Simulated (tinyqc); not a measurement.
MOS inversion layer, Poisson-Schroedinger loop: two steps of the calculation.

Electrons confined at an insulator interface at z = 0, treated as a hard wall; parabolic valleys, Hartree approximation, no image or exchange terms. The depletion charge lies far deeper than the electrons and gives a uniform field q Nd/(eps0 eps_r); the gate balances all charge. Energies are counted from the band edge at the interface.

Parameters, values chosen for the exercise; masses and permittivity close to those of silicon (111):
- eps_r = 11.6 (relative permittivity)
- mz1 = 0.257 m0 (mass along z of valley set A (6 valley(s)))
- Ns = 4.5e12 cm^-2 (sheet density of electrons)
- Nd = 5.6e11 cm^-2 (sheet density of depletion charge)
- hz = 0.82 nm (mesh step)

Constants: q = 1.602176634e-19 C, hbar = 1.054571817e-34 J s, m0 = 9.1093837015e-31 kg, eps0 = 8.8541878128e-14 F/cm where lengths are in cm, hbar^2/(2 m0) = 0.0380998212 eV nm^2. Results are converted to the units shown.

Question 1. Levels and probability densities. Tridiagonal Hamiltonian with psi = 0 one step beyond both ends: H_ii = C (1/m_(i-1/2) + 1/m_(i+1/2))/hz^2 + V0_i + U_i, H_(i,i+1) = -C/(m_(i+1/2) hz^2), C = hbar^2/(2 m0). The lowest 2 level(s) are kept, normalised to hz sum |psi|^2 = 1. The mass is the same on all intervals.

fixed potential V0, node 1 to 17 (eV): [0.00716317, 0.01432635, 0.02148952, 0.02865270, 0.03581587, 0.04297905, 0.05014222, 0.05730540, 0.06446857, 0.07163175, 0.07879492, 0.08595810, 0.09312127, 0.10028445, 0.10744762, 0.11461080, 0.12177397]
self-consistent potential U at the start, node 1 to 17 (eV): [0, 0, 0, 0, 0, 0, 0, 0, 0, 0, 0, 0, 0, 0, 0, 0, 0]

Find: levels; |psi|^2 of A1; |psi|^2 of A2.

Answer 1.

levels (eV): A1 0.05228, A2 0.09140
|psi|^2 of A1, node 1 to 17 (1/nm): [0.0381, 0.1227, 0.1981, 0.2283, 0.2110, 0.1652, 0.1133, 0.0693, 0.0385, 0.0195, 0.0092, 0.0040, 0.0016, 0.0006, 0.0002, 0.0001, 0.0000]
|psi|^2 of A2, node 1 to 17 (1/nm): [0.0380, 0.0995, 0.1060, 0.0541, 0.0054, 0.0109, 0.0672, 0.1336, 0.1725, 0.1717, 0.1416, 0.1003, 0.0621, 0.0338, 0.0158, 0.0059, 0.0013]

Question 2. Closed-form estimates. Triangular well: E_k = a_k (C F^2/mz)^(1/3), a_1 = 2.338107, a_2 = 4.087949, C = hbar^2/(2 m0), F in eV/nm. Fang-Howard (all electrons in the lowest level of set A): b^3 = 6 (mz1/C) q (Nd + 11 Ns/32)/(eps0 eps_r), centroid 3/b, level C b^2/(4 mz1) + (3/b) q (Nd + 11 Ns/16)/(eps0 eps_r). Use F = q (Nd + Ns)/(eps0 eps_r), the surface field, and F = q (Nd + Ns/2)/(eps0 eps_r).

Find: A1 with the surface field; A1 with Nd + Ns/2; A2 with Nd + Ns/2; b; Fang-Howard centroid; Fang-Howard level.

Answer 2.

A1 with the surface field = 0.22770 eV
A1 with Nd + Ns/2 = 0.15384 eV
A2 with Nd + Ns/2 = 0.26897 eV
b = 1.0998 1/nm
Fang-Howard centroid = 2.7278 nm
Fang-Howard level = 0.20030 eV

Program tinyqc, `OMP_NUM_THREADS=1 python tinyqc.py 2160087 2160088 out.jsonl`; Intel Xeon 2.30GHz, shared host, one thread, about 0.3 s.
